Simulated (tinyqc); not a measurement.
# Long-channel MOSFET, surface-potential model: output curve

n-channel transistor on a uniformly doped p-type body, gradual-channel approximation, constant mobility, Boltzmann statistics, full ionisation. Potentials are counted from the neutral body; V is the electron quasi-Fermi potential, Vsb at the source and Vsb + Vds at the drain. Charges are magnitudes per area.

ni = sqrt(Nc Nv) exp(-Eg/(2 Vt)), Eg in volts; phiF = Vt ln(Na/ni); Cox = eps0 eox/tox; gamma = sqrt(2 q eps0 eps_r Na)/Cox. The surface potential psi at channel potential V solves Vgs + Vsb - Vfb - psi = gamma sqrt(G), G = psi - Vt + Vt exp((psi - 2 phiF - V)/Vt). Charge sheet: Qi = Cox gamma [sqrt(G) - sqrt(psi - Vt)]; I = mu (W/L) [integral of Qi dpsi from psi_0 to psi_L (drift) + Vt (Qi0 - QiL) (diffusion)], with psi_0 at V = Vsb and psi_L at V = Vsb + Vds. Pao-Sah: Qi(V) = (Cox gamma/2) integral from 3 Vt to psi of exp((u - 2 phiF - V)/Vt)/sqrt(G(u, V)) du, and I = mu (W/L) integral of Qi dV from Vsb to Vsb + Vds. Square law: VT = Vfb + 2 phiF + gamma sqrt(2 phiF + Vsb), m = 1 + gamma/(2 sqrt(2 phiF + Vsb)), I = mu Cox (W/L) [(Vgs - VT) v - m v^2/2] with v the smaller of Vds and (Vgs - VT)/m, and zero below VT.

Values chosen for this exercise; material values those of a made-up semiconductor:
- T = 300 K (temperature)
- Eg = 1.25 eV (band gap)
- eps_r = 9.02 (relative permittivity of the semiconductor)
- Nc = 3.1e19 cm^-3 (conduction-band density of states at T)
- Nv = 2.41e19 cm^-3 (valence-band density of states at T)
- Na = 1.6e16 cm^-3 (acceptor density of the body)
- eox = 21.4 (relative permittivity of the gate insulator)
- tox = 160 nm (insulator thickness)
- Vfb = -0.73 V (flat-band voltage)
- mu = 400 cm^2/(V s) (channel mobility)
- W = 10 um (gate width)
- L = 0.5 um (gate length)
- Vsb = 0 V (source-body reverse bias)
- Vgs = 1.05 V (gate-source voltage)

Constants: q = 1.602176634e-19 C, kB = 1.380649e-23 J/K, Vt = kB T/q, eps0 = 8.8541878128e-14 F/cm where lengths are in cm. Results are converted to the units shown.

Output curve:
```
Vds (V),psi_L (V),QiL (nC/cm^2),"I, charge sheet (uA)","I, Pao-Sah (uA)","I, square law (uA)"
0.05,1.011,27.60,12.20,12.51,18.00
0.11,1.062,19.96,23.46,24.05,35.57
0.17,1.109,12.81,31.20,31.98,48.73
0.22,1.145,7.504,35.19,36.06,56.34
0.28,1.178,2.658,37.52,38.44,61.44
0.34,1.192,0.4668,38.16,39.09,62.39
0.4,1.195,0.05119,38.25,39.18,62.39
0.45,1.196,0.007486,38.26,39.19,62.39
0.51,1.196,7.363e-4,38.26,39.19,62.39
```

The Pao-Sah current rises from 12.5 to 39.2 uA, while the charge at the drain end falls from 27.6 to 7.36e-4 nC/cm^2. The current first comes within 1 % of its last value at Vds = 0.34 V among the rows listed; the square law saturates at (Vgs - VT)/m = 0.319 V. Over the last two rows psi_L moves by less than 1 mV: the drain has lost hold of the surface potential, so the current no longer grows. In the last row the charge sheet is 2.4 % below Pao-Sah and the square law 59 % above it.

Computed by the program tinyqc: `OMP_NUM_THREADS=1 python tinyqc.py 2360081 2360082 out.jsonl`, one thread of a shared Intel Xeon 2.30GHz, about 0.04 s for the whole run.
